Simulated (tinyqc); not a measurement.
Inside a calculation. Model: floating body of a partially depleted SOI transistor: body voltage and kink.

Program tinyqc, `OMP_NUM_THREADS=1 python tinyqc.py 2182099 2182100 out.jsonl`; Intel Xeon 2.30GHz, shared host, one thread, about 0.2 s. Printed values are rounded.

Source at 0 V. Channel current Ic = 2 nf K Vt^2 [F(0) - F(Vd)](1 + la Vd), F(V) = ln^2(1 + exp((Vg - VT - nf V)/(2 nf Vt))), VT = VT0 - gb Vb. Saturation voltage Vs = 2 Vt sqrt(F(0)) + 3 Vt, excess Ve = (Vd - Vs + sqrt((Vd - Vs)^2 + 0.0004 V^2))/2, multiplication M1 = Ai Ve exp(-Bl/Ve). Each junction passes D(v) = J1 (exp(v/Vt) - 1) + J2 (exp(v/(2 Vt)) - 1). Bipolar current Ib = bb J1 (exp(Vb/Vt) - 1). The body settles where M1 (Ic + Ib) = D(Vb) + D(Vb - Vd) + Vb/Rb; drain current Id = (1 + M1)(Ic + Ib) - D(Vb - Vd).

Values chosen for this exercise; values of the order met in partially depleted silicon-on-insulator transistors:
```
symbol,value,unit,meaning
T,300,K,temperature
VT0,0.4,V,threshold at zero body voltage
gb,0.17,,fall of the threshold per volt of body voltage
nf,1.36,,slope factor
K,420,uA/(V^2 um),gain factor per width
la,0.1,1/V,channel-length modulation factor
Ai,3.39,1/V,impact-ionisation prefactor
Bl,6.7,V,impact-ionisation voltage
J1,8.5e-13,uA/um,diffusion saturation current of each junction
J2,7.4e-9,uA/um,recombination saturation current of each junction
bb,1,,gain of the lateral bipolar transistor on the diffusion current
Rb,1e9,kohm um,"resistance of a weak body tie to the source (1e9 stands for no tie, and the term is then dropped)"
Vg,0.81,V,gate voltage
Vd,2.2,V,drain voltage
```

Constants: q = 1.602176634e-19 C, kB = 1.380649e-23 J/K, Vt = kB T/q. Results are converted to the units shown.

Range of the model: The multiplication law is an empirical form chosen for the exercise; self-heating and capacitive coupling to the body are left out, and the linear laws are rough once Vb passes about 0.7 V or M1 about 0.1.

## Starting value

Vb = 0.69 V.

Vb at the start = 0.69 V

## Iteration 1: new Vb

Current into the body I_in = M1 (Ic + Ib) - D(Vb - Vd), current out I_out = D(Vb) + Vb/Rb; f = ln(I_in/I_out), s = df/dVb by central differences over 1e-5 V, Vb(new) = Vb - f/s.

Ic = 52.38656 uA/um
Ve = 1.734752 V
M1 = 0.1236219
I_in = 6.517144 uA/um
I_out = 0.3364483 uA/um
f = 2.963747
s = -37.88228 1/V
Vb after iteration 1 = 0.7682357 V

## Iteration 2: new Vb

As before.

Ic = 55.06101 uA/um
Ve = 1.724978 V
M1 = 0.1202644
I_in = 7.444781 uA/um
I_out = 6.863433 uA/um
f = 0.08130554
s = -34.14154 1/V
Vb after iteration 2 = 0.7706171 V

## Iteration 3: new Vb

As before.

Ic = 55.14347 uA/um
Ve = 1.724681 V
M1 = 0.1201631
I_in = 7.527757 uA/um
I_out = 7.524675 uA/um
f = 4.094939e-4
s = -33.79353 1/V
Vb after iteration 3 = 0.7706293 V

## Course of the iteration

Stop when the step is below 1e-10 V, or after 40 iterations.

Course of the iteration:
```
iteration  Vb before the step (V)  step (V)
1                            0.69    0.0782
2                       0.7682357   2.38e-3
3                       0.7706171   1.21e-5
4                       0.7706293  3.29e-10
5                       0.7706293         0
```

Converged in 5 iterations.

## Drain current with floating and with grounded body

converged Vb = 0.7706293 V

Id and VT at the converged Vb, Id at Vb = 0, their ratio, and the bipolar share Ib/(Ic + Ib).

VT = 0.2689930 V
Id, floating = 70.17829 uA/um
Id, grounded = 36.63655 uA/um
ratio = 1.915527
bipolar share = 11.98116 %

The body rises to 0.771 V and lowers the threshold by 131 mV.
